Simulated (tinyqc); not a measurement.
From results back to parameters: Brillouin zone and empty-lattice bands of the diamond structure. Four cases, with inputs chosen for the exercise.

Problem. At the centre of a zone face two plane waves are mixed by V > 0: levels E0 -/+ V, masses normal to the face 1/(1 -/+ 2 E0/V), E0 = c0 k^2, c0 = hbar^2/2m0. The gap and the mass of the upper band are given.

Constants: hbar^2/2m0 = 3.80998211 eV angstrom^2.

Find: V; E0; k; spacing of the lattice planes, pi/k.

Method. V is half the gap; 2 E0/V = 1/m - 1; k = |G|/2 = pi/d.

Case 1.

gap = 0.919239 eV
mass of the upper band = 0.0576498 m0

Solution.

V = 0.4596 eV
E0 = 3.756 eV
k = 0.9930 1/angstrom
spacing of the lattice planes, pi/k = 3.164 angstrom

Case 2.

gap = 0.141421 eV
mass of the upper band = 0.0098606 m0

Solution.

V = 0.0707 eV
E0 = 3.550 eV
k = 0.9653 1/angstrom
spacing of the lattice planes, pi/k = 3.255 angstrom

Case 3.

gap = 0.509117 eV
mass of the upper band = 0.0328299 m0

Solution.

V = 0.2546 eV
E0 = 3.750 eV
k = 0.9921 1/angstrom
spacing of the lattice planes, pi/k = 3.167 angstrom

Case 4.

gap = 0.989949 eV
mass of the upper band = 0.0608819 m0

Solution.

V = 0.4950 eV
E0 = 3.818 eV
k = 1.0010 1/angstrom
spacing of the lattice planes, pi/k = 3.138 angstrom

Computed by tinyqc, one run a case: `OMP_NUM_THREADS=1 python tinyqc.py N N+1 out.jsonl` with N = 1880799, 1880810, 1881026, 1881149; one thread of a shared Intel(R) Xeon(R) Processor @ 2.30GHz, about 0.01 s a run at most.
